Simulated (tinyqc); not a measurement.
What moves the results: static screening by free carriers. A value that a table varies takes the place of the one given here.

kF = (3 pi^2 n/Mv)^(1/3), EF = c kF^2/m with c = hbar^2/2m0, n in 1/angstrom^3 (1e-24 per 1/cm^3), e2 = e^2/(4 pi eps0). Thomas-Fermi: qTF^2 = 6 pi e2 n/(eps EF). Debye: qD^2 = 4 pi e2 n/(eps kB T).

F_j(eta) = (1/Gamma(j + 1)) integral_0^infinity x^j dx/(1 + exp(x - eta)), which tends to exp(eta) for eta << 0.

At finite T: qs^2 = qD^2 F_-1/2(eta)/F_1/2(eta), where n = Mv N F_1/2(eta) and N = 2 (m kB T/(4 pi c))^(3/2) with c = hbar^2/2m0, in 1/angstrom^3; times 1e24 for 1/cm^3.

Donor in the screened potential -(e2/eps) exp(-qs r)/r with the trial function exp(-r/a): E(a) = c/(m a^2) - (e2/eps) 4/(a (2 + qs a)^2), e2 = e^2/(4 pi eps0), c = hbar^2/2m0; isotropic mass.

Constants: hbar^2/2m0 = 3.80998211 eV angstrom^2; e^2/(4 pi eps0) = 14.39964547 eV angstrom; kB = 8.617333262e-05 eV/K; a0 (Bohr radius) = 0.5291772105 angstrom.

Inputs chosen for the exercise (near those of Si; not measured data):

| symbol | value | unit | meaning |
|---|---|---|---|
| m | 0.3209 | m0 | mass of one isotropic valley |
| Mv | 6 |  | valleys |
| eps | 11.7 |  | background dielectric constant |
| T | 200 | K |  |
| n | 4.3e+18 | 1/cm^3 | carrier density |

## Screening unbinds the donor

All carriers n are taken as free and screen with qs(T); E(a) is minimised over a; a dash marks no bound state. aB = a0 eps/m.

Donor level:

| n (1/cm^3) | n^(1/3) aB | qs aB | E (meV) | a/aB |
|---|---|---|---|---|
| 1.0e+15 | 0.019 | 0.018 | -30.74 | 1.000 |
| 9.0e+15 | 0.040 | 0.055 | -28.54 | 1.002 |
| 5.0e+16 | 0.071 | 0.129 | -24.39 | 1.011 |
| 1.0e+17 | 0.090 | 0.183 | -21.68 | 1.021 |
| 4.0e+17 | 0.142 | 0.364 | -13.92 | 1.077 |
| 1.0e+18 | 0.193 | 0.571 | -7.34 | 1.191 |
| 2.0e+18 | 0.243 | 0.799 | -2.48 | 1.429 |
| 6.0e+18 | 0.351 | 1.325 | - | - |

aB = 19.3 angstrom

The level rises from -30.74 meV at the lowest density to -2.48 meV at 2e+18 1/cm^3, against -31.89 meV unscreened. The trial function finds no bound state from 6e+18 1/cm^3 on, where qs aB = 1.33 and n^(1/3) aB = 0.35. This trial function loses binding at qs aB = 1 and the exact Yukawa problem at 1.19; the Mott rule of thumb is n^(1/3) aB = 0.26.

## From Debye to Thomas-Fermi

Screening lengths (angstrom):

| n (1/cm^3) | eta | Debye | Thomas-Fermi | finite T |
|---|---|---|---|---|
| 4.0e+16 | -5.92 | 166.9 | 20.83 | 167.0 |
| 3.0e+17 | -3.90 | 60.95 | 14.89 | 61.16 |
| 1.0e+18 | -2.68 | 33.38 | 12.18 | 33.78 |
| 6.0e+18 | -0.77 | 13.63 | 9.035 | 14.56 |
| 2.0e+19 | 0.76 | 7.464 | 7.393 | 9.013 |
| 7.0e+19 | 3.11 | 3.990 | 6.000 | 6.285 |
| 3.0e+20 | 8.85 | 1.927 | 4.707 | 4.733 |
| 9.0e+20 | 18.57 | 1.113 | 3.920 | 3.924 |

Debye is within 5 % of the finite-T length up to 1e+18 1/cm^3 of the densities listed and Thomas-Fermi from 7e+19 on. The length goes as n^-0.50 at the low end and n^-0.17 at the high end, against the limits -1/2 and -1/6. Both limits give too short a length.

## What sets the screening length

All results formed anew. Each row changes one parameter from the base and keeps the others.

Results:

| case | Debye (angstrom) | Thomas-Fermi (angstrom) | finite T (angstrom) |
|---|---|---|---|
| base | 16.10 | 9.551 | 16.89 |
| n = 8.6e+18 1/cm^3 | 11.38 | 8.509 | 12.47 |
| m = 0.4172 m0 | 16.10 | 8.377 | 16.64 |
| eps = 14.04 | 17.63 | 10.46 | 18.51 |
| T = 260 K | 18.35 | 9.551 | 18.97 |
| Mv = 7 | 16.10 | 9.073 | 16.78 |

The largest shifts from the base row, up to three for each result and ties (the steps differ in size, so this ranks the rows, not the parameters). Debye (angstrom): n -4.72, T +2.26, eps +1.54; unchanged at the printed digits by m and Mv. Thomas-Fermi (angstrom): m -1.17, n -1.04, eps +0.912; unchanged at the printed digits by T. finite T (angstrom): n -4.42, T +2.08, eps +1.61.

Run: tinyqc, `OMP_NUM_THREADS=1 python tinyqc.py 1651312 1651313 out.jsonl`; Intel(R) Xeon(R) Processor @ 2.30GHz, one thread, shared host; about 0.01 s of CPU time with all checks.
